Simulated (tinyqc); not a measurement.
Undoped symmetric double-gate MOSFET, analytic potential model: effect of the body thickness.

An undoped body of thickness ts between two equal insulators and tied gates; long channel, electrons only, n = ni exp((psi - V)/Vt) with V the quasi-Fermi potential (0 at the source, Vd at the drain), constant mobility, no quantisation. Across the body psi(x) = V - 2 Vt ln[(ts/(2 beta)) sqrt(q ni/(2 eps0 eps_r Vt)) cos(2 beta x/ts)], x from the centre. Q is the electron charge per area of the whole body.

ni = sqrt(Nc Nv) exp(-Eg/(2 Vt)), Eg in volts; r = eps_r tox/(eox ts); V0 = dphi + 2 Vt ln[(2/ts) sqrt(2 eps0 eps_r Vt/(q ni))]. beta (between 0 and pi/2) solves (Vg - V0 - V)/(2 Vt) = ln(beta) - ln(cos beta) + 2 r beta tan(beta). Q = 8 eps0 eps_r Vt beta tan(beta)/ts; I = mu (1/L)(4 eps0 eps_r/ts)(2 Vt)^2 [g(beta_s) - g(beta_d)] per width, g = beta tan(beta) - beta^2/2 + r beta^2 tan^2(beta), with beta_s at V = 0 and beta_d at V = Vd.  I(low) is taken at Vg = 0.29 V, Qs and I(high) at Vg = 1.04 V.

Parameters, values chosen for the exercise; material values close to those of silicon: temperature T = 300 K; band gap Eg = 1.11 eV; relative permittivity of the semiconductor eps_r = 11.9; conduction-band density of states at T Nc = 2.78e19 cm^-3; valence-band density of states at T Nv = 2.67e19 cm^-3; relative permittivity of the gate insulator eox = 25.3; insulator thickness tox = 4.1 nm; gate work function less that of the intrinsic body dphi = 0.03 V; channel mobility mu = 110 cm^2/(V s); gate length L = 1 um; drain voltage Vd = 0.3 V.

Constants: q = 1.602176634e-19 C, kB = 1.380649e-23 J/K, Vt = kB T/q, eps0 = 8.8541878128e-14 F/cm where lengths are in cm. Results are converted to the units shown.

Effect of the body thickness:
```
ts (nm),V0 (V),I(low) (nA/um),Qs(high) (nC/cm^2),I(high) (uA/um)
1.7,0.5991,0.02336,4120,89.34
2.3,0.5835,0.03161,4133,90.00
3.3,0.5648,0.04535,4142,90.54
4.6,0.5477,0.06322,4147,90.86
6.4,0.5306,0.08795,4150,91.06
8.9,0.5135,0.1223,4151,91.18
12,0.4981,0.1649,4152,91.24
```

As ts goes from 1.7 to 12 nm, I(low) rises from 0.0234 to 0.165 nA/um and I(high) rises from 89.3 to 91.2 uA/um. On average I(low) goes as ts^(1.00) and I(high) goes as ts^(0.01). Below threshold the charge is proportional to the cross-section of the body; above it the insulator sets the charge. In every row the surface density at the source at the higher gate voltage passes 0.3 Nc, where Boltzmann statistics fail. For ts = 1.7 to 6.4 nm the body is thin enough for quantum confinement, left out here, to raise the threshold.

Numbers from tinyqc (`OMP_NUM_THREADS=1 python tinyqc.py 2440171 2440172 out.jsonl`; about 0.03 s on one thread of a shared Intel Xeon 2.30GHz).
